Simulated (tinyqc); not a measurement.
Chip with leakage that grows with temperature, electro-thermal loop and runaway: effect of the ambient temperature.

One temperature T for the device, T = T0 + Rth P(T), with P(T) = Pd + Pl (T/300 K)^2 exp[(q Ea/kB)(1/(300 K) - 1/T)]. The loop gain is Rth dP/dT; a solution is thermally stable when it is below one.

P'(T) = (P - Pd)(2/T + q Ea/(kB T^2)), G = Rth P'. T is the lowest solution and Tu the next, unstable one.

Parameters, values chosen for the exercise:

| symbol | value | unit | meaning |
|---|---|---|---|
| Pd | 27 | W | temperature-independent switching power |
| Pl | 0.872 | W | leakage power at 300 K |
| Ea | 0.34 | eV | activation energy of the leakage |
| Rth | 0.55 | K/W | thermal resistance |

Constants: q = 1.602176634e-19 C, kB = 1.380649e-23 J/K. Results are converted to the units shown.

Result of one run:
```
T (K)  P (W)        G  Tu (K)
324.4  29.74  0.06573   474.7
```

Which ambient temperature T0 gave this result: 260, 308, 320, 332 or 356 K?

T0 = 308 K.

The whole series:
```
T0 (K)  T (K)  P (W)         G  Tu (K)
260     275.0  27.22  0.007236   491.6
272     287.1  27.44   0.01333   487.9
284     299.3  27.84   0.02350   484.0
296     311.7  28.54   0.03989   479.6
308     324.4  29.74   0.06573   474.7
320     337.5  31.75    0.1060   469.1
332     351.3  35.17    0.1693   462.4
344     366.7  41.24    0.2726   454.0
356     385.5  53.60    0.4643   441.9
```

As T0 goes from 260 to 356 K, T rises from 275.0 to 385.5 K, the power rises from 27.2 to 53.6 W and the loop gain rises from 0.00724 to 0.464. The gap between the stable and unstable solutions goes from 217 to 56.5 K. At T0 = 368 K no solution is left within 900 K of T0: thermal runaway.

Numbers from tinyqc (`OMP_NUM_THREADS=1 python tinyqc.py 2520127 2520128 out.jsonl`; about 0.01 s on one thread of a shared Intel Xeon 2.30GHz).
